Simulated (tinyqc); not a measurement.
Limits against temperature: thermal and gravitational stress in a wafer during furnace and rapid thermal processing, and the onset of slip. Computed by tinyqc, a small Python program. Command: `OMP_NUM_THREADS=1 python tinyqc.py 3028672 3028673 out.jsonl slip walk`. One thread of a shared host (Intel(R) Xeon(R) Processor @ 2.30GHz), about 0.01 s of CPU time with the checks.

A thin free disc in plane stress, isotropic; T(r) = T_centre + dT (r/R)^n with n = 2. Stress is positive in tension; sigma_SB = 5.670374419e-8 W/(m^2 K^4), g = 9.80665 m/s^2.

Inputs (values chosen for the exercise, modelled on silicon):

| quantity | value | unit |
|---|---|---|
| wafer radius R | 225 | mm |
| thickness t | 925 | micrometre |
| Young's modulus E | 140 | GPa |
| expansion alpha | 4.16 | 1e-6/K |
| prefactor A of the critical stress | 0.00017 | MPa |
| energy U of the critical stress | 1.12 | eV |
| density rho | 2330 | kg/m^3 |
| heat capacity c | 953 | J/(kg K) |
| conductivity k | 26.6 | W/(m K) |
| wafer spacing s | 7.5 | mm |

Constants: k_B = 8.617333262e-05 eV/K.

Method. Critical resolved stress tau_c = A exp(U/(k_B T)), a form chosen for the exercise; slip when 0.492799 |s_tt(R)| > tau_c; allowed |dT| = tau_c (n + 2)/(0.492799 n alpha E). In a stack heated from the rim, heat flows inward by conduction and by radiation between wafers: k_eff = k + (16/3) sigma_SB T^3 s^2/t (a diffusion estimate with the spacing as path length). A steady ramp gives the parabolic lag dT = rho c (ramp) R^2/(4 k_eff); the allowed ramp uses n = 2.

For the parabolic profile:

| T (K) | tau_c (MPa) | allowed \|dT\| (K) | k_eff (W/(m K)) | allowed ramp (K/min) |
|---|---|---|---|---|
| 1050 | 40.384 | 281.42 | 47.889 | 28.773 |
| 1125 | 17.694 | 123.30 | 52.785 | 13.895 |
| 1200 | 8.595 | 59.89 | 58.379 | 7.465 |
| 1275 | 4.545 | 31.67 | 64.717 | 4.376 |
| 1350 | 2.580 | 17.98 | 71.847 | 2.758 |
| 1425 | 1.554 | 10.83 | 79.815 | 1.846 |
| 1500 | 0.985 | 6.86 | 88.668 | 1.300 |

What does the comparison show, and why?

From 1050 to 1500 K the allowed difference falls 41 times and the allowed ramp 22 times; radiation, which grows as T^3, gives back a factor 1.85. Ramps must slow as the wafer gets hotter.
